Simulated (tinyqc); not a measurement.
# Resistance of a source-drain extension with a graded tip: what changes with what

y runs along the channel, the gate covers y > 0. The doping is N0 for y < y0 and N0 10^(-(y - y0)/la) beyond, uniform over the depth xj. Sheet conductance s(y) = q mu(N) max(N - Nch, 0) xj + (for y > 0) ma Cox Vo, with mu(N) = u0 + (u1 - u0)/(1 + (N/Nr)^au) and Cox = eps0 eox/tox. Current is taken as one-dimensional; depletion of the tip, spreading and the contact are left out. The metallurgical junction lies at yj, where N = Nch.

Values chosen for this exercise; mobility law close to that of electrons in silicon: relative permittivity of the gate insulator (close to aluminium oxide) eox = 9.2; insulator thickness tox = 3.3 nm; active doping of the extension far from the gate N0 = 6.4e19 cm^-3; lateral abruptness la = 3 nm/decade; position under the gate where the fall begins (gate edge at 0) y0 = 1.4 nm; depth of the extension xj = 11 nm; channel doping Nch = 1.1e18 cm^-3; spacer length Ls = 14 nm; gate overdrive Vo = 0.44 V; mobility of the gate-induced layer ma = 110 cm^2/(V s); mobility at low doping u1 = 1414 cm^2/(V s); mobility at high doping u0 = 68.5 cm^2/(V s); reference doping Nr = 9.2e16 cm^-3; exponent au = 0.711; gate length Lg = 50 nm.

Constants: q = 1.602176634e-19 C, eps0 = 8.8541878128e-14 F/cm where lengths are in cm. Results are converted to the units shown.

Each table varies one quantity; the others keep the values above.

## Abruptness at a fixed junction position

R_spacer = integral of dy/s from -Ls to 0, R_ov from 0 to yj, R_channel = (Lg - 2 yj)/(ma Cox Vo), R_total = 2 R_spacer + 2 R_ov + R_channel. Electrical length L_eff = ma Cox dR_total/d(1/Vo); R_series = R_total - L_eff/(ma Cox Vo). y0 is moved with la so that yj stays at 6.6944 nm.

The same in every row: yj (nm) = 6.694; R_channel (ohm um) = 306.4.

Results:
```
la (nm/decade)  R_spacer (ohm um)  R_ov (ohm um)  R_total (ohm um)  L_eff (nm)  R_series (ohm um)
1                           15.55          11.78             361.1       37.75              45.14
2.3                         15.55          18.57             374.7       38.99              48.32
3.6                         15.55          25.35             388.3       40.23              51.49
4.9                         16.74          31.29             402.5       41.41              55.87
6.1                         20.62          35.09             417.9       42.33              63.58
7.4                         27.45          38.03             437.4       43.13              76.39
10                          47.55          41.90             485.3       44.32              114.4
```

Estimate the missing row, la = 8.7 nm/decade.

Computed row:
```
la (nm/decade)  R_spacer (ohm um)  R_ov (ohm um)  R_total (ohm um)  L_eff (nm)  R_series (ohm um)
8.7                         36.55          40.21             460.0       43.78              93.50
```

With this row back in the table: As la goes from 1 to 10 nm/decade, R_total rises from 361 to 485 ohm um, R_spacer rises from 15.6 to 47.5 ohm um and R_ov rises from 11.8 to 41.9 ohm um. R_total changes on average by 13.8 ohm um for each nm/decade. L_eff exceeds the metallurgical length by 1.14 nm in the first row and 7.71 nm in the last, since the gate also controls the lightly doped tips.

## Effect of the depth of the extension

Same model as above.

The same in every row: yj (nm) = 6.694; R_channel (ohm um) = 306.4.

Results:
```
xj (nm)  R_spacer (ohm um)  R_ov (ohm um)  R_total (ohm um)  L_eff (nm)  R_series (ohm um)
4                    42.77          32.33             456.6       41.90              106.0
7.7                  22.22          25.69             402.3       40.37              64.31
11                   15.55          22.22             382.0       39.66              50.03
15                   11.41          19.37             368.0       39.11              40.61
21                   8.147          16.50             355.7       38.60              32.64
29                   5.899          13.98             346.2       38.18              26.60
40                   4.277          11.73             338.5       37.84              21.74
```

Estimate the missing row, xj = 5.6 nm.

Computed row:
```
xj (nm)  R_spacer (ohm um)  R_ov (ohm um)  R_total (ohm um)  L_eff (nm)  R_series (ohm um)
5.6                  30.55          28.90             425.3       41.08              81.46
```

With this row back in the table: As xj goes from 4 to 40, R_total falls from 457 to 338 ohm um, L_eff falls from 41.9 to 37.8 nm and R_series falls from 106 to 21.7 ohm um.

Computed by the program tinyqc: `OMP_NUM_THREADS=1 python tinyqc.py 2282049 2282050 out.jsonl`, one thread of a shared Intel Xeon 2.30GHz, about 0.03 s for the whole run.
